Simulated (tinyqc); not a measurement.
# From bulk modulus B back to unlike repulsion lambda

Model: Born-Mayer model of an ionic crystal AB. Computed by tinyqc, a small Python program. Command: `OMP_NUM_THREADS=1 python tinyqc.py 3031043 3031044 out.jsonl bornmayer inv`. One thread of a shared host (Intel(R) Xeon(R) Processor @ 2.30GHz), about 0.04 s of CPU time with the checks.

Energies are per ion pair and r is the nearest distance of unlike ions.

Inputs (values chosen for the exercise, for a model salt):
```
quantity                        value           unit
ionic charge z                      1              -
range rho                       0.288       angstrom
like repulsion lambda2            127             eV
dispersion C between like ions     22  eV angstrom^6
```

Structure: caesium chloride. Short range: with like-ion terms.

Constants: e^2/(4 pi eps_0) = 14.39964548 eV angstrom; 1 eV/angstrom^3 = 160.2176634 GPa.

Method:
- Madelung constant M, unlike neighbours z1, like neighbours z2 at f r, volume per pair: rock salt 1.747565, 6, 12, sqrt2, 2 r^3; caesium chloride 1.762675, 8, 6, 2/sqrt3, 8 r^3/(3 sqrt3); zinc blende 1.638055, 4, 12, sqrt(8/3), 16 r^3/(3 sqrt3).
- U(r) = -M z^2 e^2/(4 pi eps_0 r) + z1 lambda exp(-r/rho) + z2 [lambda2 exp(-f r/rho) - C/(f r)^6] (one mean like-ion term for both sublattices).
- Newton steps on g(r) = U'(r), from r = 9 rho: r(new) = r - U'(r)/U''(r), with the move limited to 0.3 angstrom. Where U'' is negative, move 0.3 angstrom downhill. Stop when |U'| is below 1e-9.
- B = U''(r0)/(9 c r0), with the volume written as c r^3.

Question. A run gave the result below. Find the unlike repulsion lambda, known to lie between 4800 and 11000 eV.

bulk modulus B = 22.82431 GPa

Answer.

Each step takes the trial c = (a f_b - b f_a)/(f_b - f_a), f being the result less the target and a, b, c the logarithms of the listed values; c replaces end b, the old b replaces a if the sign of f changed, and otherwise f_a is halved.

Scan of the range:
```
unlike repulsion lambda (eV)  bulk modulus B (GPa)
4800                                       28.1913
5510                                       26.9489
6330                                       25.7780
7270                                       24.6817
8340                                       23.6598
9580                                       22.6891
11000                                      21.7772
```

False position (Illinois rule, in the logarithm of the input) inside the bracket:
```
step    end a    end b    trial  bulk modulus B (GPa)
1     8340.00  9580.00  9396.78               22.8208
2     8340.00  9396.78  9387.52               22.8276
3     9396.78  9387.52  9392.01               22.8243
4     9387.52  9392.01  9392.01               22.8243
```

Bulk modulus B falls at every point of a 13-point scan of the range (every second point is shown), so one value fits; it is bracketed by 8340 and 9580. Answer: unlike repulsion lambda = 9392 eV.
